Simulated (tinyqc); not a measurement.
A short-path metal as competitor: size effects in the resistivity of thin metal films and interconnect lines. Computed by tinyqc, a small Python program. Command: `OMP_NUM_THREADS=1 python tinyqc.py 3022683 3022684 out.jsonl size walk`. One thread of a shared host (Intel(R) Xeon(R) Processor @ 2.30GHz), about 0.01 s of CPU time with the checks.

Electrons lose their drift at surfaces (a share 1 - p of the hits) and at grain boundaries (reflection R), besides bulk scattering. The line sits in a trench with a non-conducting liner on both walls and the bottom; the spacing equals the drawn width.

Inputs (values chosen for the exercise, modelled on gold):

| quantity | value | unit |
|---|---|---|
| bulk resistivity rho_b | 2.12 | microohm cm |
| bulk mean free path lambda | 39.5 | nm |
| specularity p | 0 | - |
| grain-boundary reflection R | 0.38 | - |
| grain size over metal width | 1.5 | - |
| aspect ratio (height over width) | 3 | - |
| liner thickness t | 1.5 | nm |
| competitor: rho_b relative to this metal | 4.9 | - |
| competitor: lambda relative to this metal | 0.26 | - |
| competitor: liner relative to t | 0.55 | - |

Geometry: line.

Method:
- Fuchs-Sondheimer film: rho_b/rho = 1 - (3/(2 kappa))(1 - p) int_0^1 (s - s^3)(1 - exp(-kappa/s))/(1 - p exp(-kappa/s)) ds, f = rho/rho_b, kappa = thickness/lambda, 80 Gauss-Legendre points.
- Line: the excess of a film of thickness w_m and of a film of thickness h_m are added, rho/rho_b = 1 + (f(w_m) - 1) + (f(h_m) - 1), an estimate that holds best when both sides exceed lambda.
- Mayadas-Shatzkes: alpha = (lambda/D) R/(1 - R); rho_b/rho = 1 - 3 alpha/2 + 3 alpha^2 - 3 alpha^3 ln(1 + 1/alpha).
- w_m = w - 2t, h_m = (aspect ratio) w - t, D = (ratio) w_m; rho = rho_b [1 + surface excess + grain excess].
- Effective resistivity rho (aspect ratio) w^2/(w_m h_m) for the metal with its liner, for the same metal without liner, and for a competitor with its own rho_b, lambda and liner, and for that competitor with the liner t; p, R, aspect and grain ratios are the same.

Effective resistivity (microohm cm):

| w (nm) | this metal | without liner | competitor | competitor, liner t |
|---|---|---|---|---|
| 200 | 2.65 | 2.593 | 11.094 | 11.19 |
| 100 | 3.23 | 3.085 | 11.829 | 12.04 |
| 50 | 4.52 | 4.088 | 13.392 | 13.91 |
| 30 | 6.48 | 5.416 | 15.688 | 16.82 |
| 20 | 9.39 | 7.039 | 18.901 | 21.24 |
| 14 | 14.06 | 9.070 | 23.609 | 28.43 |
| 10 | 22.63 | 11.699 | 31.019 | 41.71 |
| 7 | 44.38 | 15.518 | 45.175 | 75.06 |
| 5 | 116.50 | 20.449 | 72.305 | 183.04 |

What does the comparison show, and why?

The competitor wins below a width between 7.00 and 5.00 nm. In narrow lines rho scales as rho_b lambda/w, and the product rho_b lambda of the competitor is 1.27 times this metal's. At the narrowest width the liner costs this metal a factor 5.70. With the same liner the competitor wins nowhere in the table; at the narrowest width the thinner liner lowers it from 183 to 72.3. Rows with w - 2t below lambda stretch the additive estimate. Metal widths below about 5 nm are outside this semiclassical model.

Extremes, crossings and ranges named in words are read from the listed rows.
